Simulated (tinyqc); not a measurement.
The decay curve: photoconductance decay in a wafer: bulk and surface recombination modes, and iron detection by pair splitting. Computed by tinyqc, a small Python program. Command: `OMP_NUM_THREADS=1 python tinyqc.py 3111633 3111634 out.jsonl pcd walk`. One thread of a shared host (Intel(R) Xeon(R) Processor @ 2.30GHz), about 0.01 s of CPU time with the checks.

Both faces of the wafer have the same S; injection is low and all coefficients are constant. x runs from -W/2 to W/2.

Inputs (values chosen for the exercise, modelled on p-type silicon): thickness W = 525 micrometre; diffusivity D = 26.2 cm^2/s; bulk lifetime tau_b without iron = 510 microsecond; surface recombination velocity S = 55000 cm/s; absorption coefficient alpha = 1300 1/cm.

Method:
- Even modes cos(a x) obey b tan b = S W/(2 D) with b = a W/2, odd modes sin(a x) obey -b cot b = S W/(2 D); each decays at the rate 1/tau_b + D a^2.
- tau_eff is the decay time of the first mode. The surface time is 1/(D a^2) of that mode; shortcuts for it are W/(2 S), W^2/(pi^2 D) and their sum, whose error is sum/surface time - 1.
- Light from one face makes n(x, 0) proportional to exp(-alpha (x + W/2)). Only even modes carry the thickness average: weight c_n = [sin b/b] int n cos(a x) dx / (int cos^2(a x) dx x mean n), with int exp(-alpha (x + W/2)) cos(a x) dx = [alpha cos b (1 - E) + a sin b (1 + E)]/(alpha^2 + a^2), E = exp(-alpha W), and int cos^2 = W/2 + sin(2 b)/(2 a).
- Mean density = sum_n c_n exp(-t/tau_n) over 60 modes; the local decay time is -1/(d ln n/dt).

W^2/(pi^2 D) = 10.6590 microsecond

tau_eff = 10.8150 microsecond

Decay:
```
t / (W^2/(pi^2 D))  t (microsecond)  mean density/start  local decay time (microsecond)
0.02                          0.213             0.27850                           0.482
0.05                          0.533             0.18271                           1.123
0.10                          1.066             0.13082                           2.183
0.20                          2.132             0.09296                           4.288
0.50                          5.330             0.05796                           9.336
1.00                         10.659             0.03471                          10.778
2.00                         21.318             0.01295                          10.815
```

What follows from these numbers?

The local decay time goes from 0.482 to 10.8 microsecond against tau_eff = 10.8. Early on higher modes speed the decay, so a fit must start late.
